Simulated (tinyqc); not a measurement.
Two-dimensional dopant profile at a mask edge: lateral junction, overlap and effective channel length: one step, computed by the program tinyqc. Command: `OMP_NUM_THREADS=1 python tinyqc.py 3017542 3017543 out.jsonl lateral walk`. One thread of a shared host (Intel(R) Xeon(R) Processor @ 2.30GHz), about 0.01 s of CPU time with the checks.

Ions enter for y < 0; the mask (spacer, then gate) covers y > 0. x is the depth. The surface reflects dopant during the anneal.

Task: Lateral junction at the surface. Widths s_x^2 = (vertical straggle)^2 + 2 D t, s_y^2 = (lateral straggle)^2 + 2 D t. C(x, y) = V(x) (1/2) erfc(y/(sqrt2 s_y)), V(x) = Q/(sqrt(2 pi) s_x) [exp(-(x - R_p)^2/(2 s_x^2)) + exp(-(x + R_p)^2/(2 s_x^2))]; 1 nm = 1e-7 cm. The lateral junction at depth x solves C = C_B: y_j(x) = sqrt2 s_y erfc^-1(2 C_B/V(x)). Overlap under the gate = y_j(0) - spacer; metallurgical channel L_met = L_g - 2 overlap (tails from the two sides are not added). Abruptness at y_j(0) in nm per decade = ln(10) s_y sqrt(pi/2) exp(u^2) erfc(u), u = y_j/(sqrt2 s_y). Overlap capacitance per width = 3.9 eps_0 overlap/t_ox (zero if there is no overlap).

Inputs (values chosen for the exercise, modelled on a source-drain extension in silicon):
```
quantity              value    unit
channel doping C_B  2.7e+18  1/cm^3
gate length L_g         220      nm
offset spacer            19      nm
oxide thickness         1.7      nm
```

s_y = 25.21904 nm

V at the surface = 1.943823e+19 1/cm^3

vertical junction x_j = 92.24615 nm

Constants: eps_0 = 8.8541878128e-12 F/m.

Give: lateral junction y_j(0); ratio y_j(0)/x_j; overlap; metallurgical channel L_met; lateral abruptness; overlap capacitance.

Result:

lateral junction y_j(0) = 27.369 nm

ratio y_j(0)/x_j = 0.29670

overlap = 8.3694 nm

metallurgical channel L_met = 203.26 nm

lateral abruptness = 36.433 nm/decade

overlap capacitance = 0.17000 fF/um

The two overlaps take 8 % of the gate length.
